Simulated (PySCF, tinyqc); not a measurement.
Worked calculation (part 2 of 2): CCSD on RHF in the sto-3g basis, for H6, spin multiplicity 1. The lowest restricted solution is unstable here: a spin-polarised one lies 0.0159 hartree lower (PySCF). Computed by tinyqc, a small Python program that keeps every step (integrals from PySCF). Command: `OMP_NUM_THREADS=1 python tinyqc.py 21269 21270 out.jsonl` (the two numbers bound the seeds that draw the settings). One thread of a shared host (Intel(R) Xeon(R) Processor @ 2.60GHz), about 0.4 s of CPU time with the checks.

Geometry (angstrom):
```
atom         x         y         z
H     0.000000  0.000000  0.000000
H     0.000000  0.000000  1.132000
H     0.000000  0.000000  2.300000
H     0.000000  0.000000  3.432000
H     0.000000  0.000000  4.599000
H     0.000000  0.000000  5.732000
```

## CCSD: convergence

E_corr = 1/4 sum <ij||ab> t_ij^ab + 1/2 sum <ij||ab> t_i^a t_j^b; stop when the norm of the change is below 1e-8.

Course of the amplitude iterations:
```
update  correlation energy (hartree)  norm of the change
0                        -0.07519460                   -
1                        -0.10344979            1.88e-01
2                        -0.11593259            9.32e-02
3                        -0.12682301            4.81e-02
4                        -0.12715732            1.24e-02
5                        -0.12723726            6.89e-03
6                        -0.12731443            1.50e-03
7                        -0.12733249            6.50e-04
8                        -0.12731735            2.11e-04
9                        -0.12731089            7.39e-05
10                       -0.12730887            2.36e-05
11                       -0.12730898            1.34e-05
12                       -0.12730944            8.11e-06
13                       -0.12730983            3.81e-06
14                       -0.12730984            9.84e-07
15                       -0.12730982            4.03e-07
16                       -0.12730981            2.02e-07
17                       -0.12730981            5.88e-08
18                       -0.12730981            2.22e-08
19                       -0.12730981            1.17e-08
20                       -0.12730981            6.30e-09
```

Converged amplitudes (spin orbitals 1a, 1b, ...; amplitudes related by a flip of all spins are not repeated; the 24 largest):
```
from      to          t
3a 3b  4a 4b  -0.232786
2a 3b  4a 5b  -0.108889
2a 2b  5a 5b  -0.087553
1a 3b  4a 6b  -0.082920
2a 2b  4a 4b  -0.075869
2a 3b  4b 5a   0.068836
3a 3b  5a 5b  -0.059480
1a 1b  4a 4b  -0.053006
1a 3b  4b 6a   0.052071
1a 1b  6a 6b  -0.049621
1a 2b  5a 6b  -0.044368
1a 2b  4a 5b  -0.040478
2a 3a  4a 5a  -0.040053
1a 1b  5a 5b  -0.035639
3a 3b  6a 6b  -0.033398
1a 2b  5b 6a   0.032192
2a 3b  5a 6b  -0.031857
2a 2b  4a 6b  -0.030978
1a 3a  4a 6a  -0.030848
1a 3b  5a 5b  -0.030381
2a 2b  6a 6b  -0.026845
1a 2b  4b 5a   0.024832
1a 1b  4a 6b   0.020699
2a 3b  5b 6a   0.018425
```

CCSD total energy = -3.18723163 hartree

T1 diagnostic, norm of the one-spin t1 over sqrt(correlated electrons) = 0.002028

Converged in 20 updates, with DIIS from the third.
